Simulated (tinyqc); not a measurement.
Inside a calculation. Method: inverse iteration on a symmetric matrix. One step of it, computed by the program tinyqc.

Problem. Step 1. solve (A - shift) w = v; v' = w/|w| with its largest component positive (the first on a tie); lambda = v'^T A v'.

A, lower triangle:
```
          1          2          3          4         5         6
1  0.276000
2  0.386000   0.418000
3  0.265000   0.513000   0.455000
4  0.444000   0.069000  -0.038000   0.556000
5  0.631000  -0.008000   0.581000  -0.127000  0.709000
6  1.004000  -0.092000   1.122000   0.046000  0.726000  0.973000
```

vector v at the start: 0.408248  0.408248  0.408248  0.408248  0.408248  0.408248

shift = -0.320000

Give: vector after step 1; Rayleigh quotient after step 1.

Solution.

vector after step 1: -0.2071  0.1617  0.5149  0.6151  0.4622  -0.2718

Rayleigh quotient after step 1 = 0.1483
